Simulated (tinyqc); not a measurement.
# Trap density from swing and capacitance

Problem. In an MOS structure at one bias the subthreshold swing is S = Vt ln 10 (1 + (Cd + q Dit)/Cox) and 1/C_HF = 1/Cox + 1/Cd, Cox = 3.9 eps0/EOT. Find Cd and Dit.

Values chosen for this exercise: temperature T = 350 K; equivalent oxide thickness EOT = 22 nm.

Constants: q = 1.602176634e-19 C, kB = 1.380649e-23 J/K, Vt = kB T/q, eps0 = 8.8541878128e-14 F/cm where lengths are in cm. Results are converted to the units shown.

S = 489.31487 mV/decade
C_HF = 112.84227 nF/cm^2

Answer. C_HF gives Cd, and the swing gives Cd + q Dit.

Cd = 401.5 nF/cm^2
Dit = 3.417e12 cm^-2 eV^-1

Numbers from tinyqc (`OMP_NUM_THREADS=1 python tinyqc.py 2030067 2030068 out.jsonl`; about 0.01 s on one thread of a shared Intel Xeon 2.30GHz).
